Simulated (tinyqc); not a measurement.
CMOS inverter, nodal equation and switching: one step of the calculation.

An n-channel pull-down (bn, VTn) and a p-channel pull-up (bp, VTp) share the input Vin and the output node Vout, which carries the load C. Transistor (EKV form, voltages against the body): I = 2 n b Vt^2 [F(vp - Vs) - F(vp - Vd)] from drain to source, F(v) = ln^2(1 + exp(v/(2 Vt))), vp = (Vg - VT + sg |Vd - Vs|)/n. n-channel bodies are at 0; for the p-channel device all voltages are counted down from Vdd. b in uA/V^2 gives I in uA. Static: In = Ip. Transient: C dVout/dt = Ip - In. No velocity saturation, no gate capacitance beyond C.

Problem. Transfer curve. For each Vin solve In = Ip; gain = dVout/dVin.

Parameters, values chosen for the exercise:
- T = 300 K (temperature)
- Vdd = 0.4 V (supply voltage)
- n = 1.11 (slope factor)
- sg = 0.054 (drain-induced barrier lowering)
- VTn = 0.41 V (n-channel threshold)
- VTp = 0.37 V (p-channel threshold (magnitude))
- bn = 170 uA/V^2 (gain factor of the pull-down transistor)
- bp = 220 uA/V^2 (gain factor of the pull-up transistor)
- Vin = 0.16 V (input voltage)

Constants: q = 1.602176634e-19 C, kB = 1.380649e-23 J/K, Vt = kB T/q. Results are converted to the units shown.

Vin, point 0 to 10 (V): [0, 0.04, 0.08, 0.12, 0.16, 0.2, 0.24, 0.28, 0.32, 0.36, 0.4]

Give: Vout; supply current; gain.

Solution.

Vout, point 0 to 10 (V): [0.4000, 0.4000, 0.4000, 0.3999, 0.3993, 0.3868, 0.0261, 0.0013, 0.0001, 0.0000, 0.0000]
supply current, point 0 to 10 (uA): [3.335e-7, 1.343e-6, 5.399e-6, 2.166e-5, 8.638e-5, 3.341e-4, 4.221e-4, 1.117e-4, 2.803e-5, 6.987e-6, 1.737e-6]
gain, point 0 to 10: [0.000, 0.000, 0.000, -0.003, -0.050, -1.091, -2.589, -0.086, -0.006, 0.000, 0.000]

The switching point Vin = Vout lies at 0.2225 V, with a gain of -18.3.

Program tinyqc, `OMP_NUM_THREADS=1 python tinyqc.py 2340040 2340041 out.jsonl`; Intel Xeon 2.30GHz, shared host, one thread, about 0.04 s.
